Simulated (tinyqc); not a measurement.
Trap density from the barrier height.

Question. In a partly depleted grain with all boundary traps filled, 2 N W = Qt and VB = q N W^2/(2 eps0 eps_r). Find Qt, W and the doping at which VB would equal Vt.

Values chosen for this exercise:
```
symbol,value,unit,meaning
T,400,K,temperature
eps_r,11.7,,relative permittivity
```

Constants: q = 1.602176634e-19 C, kB = 1.380649e-23 J/K, Vt = kB T/q, eps0 = 8.8541878128e-14 F/cm where lengths are in cm. Results are converted to the units shown.

doping = 3.6e18 cm^-3
barrier height = 0.11862577 V

Solution. Eliminating W gives VB = q Qt^2/(8 eps0 eps_r N), which falls as 1/N.

Qt = 4.700e12 cm^-2
W = 6.528 nm
doping for VB = Vt = 1.239e19 cm^-3

Numbers from tinyqc (`OMP_NUM_THREADS=1 python tinyqc.py 2830124 2830125 out.jsonl`; about 0.01 s on one thread of a shared Intel Xeon 2.30GHz).
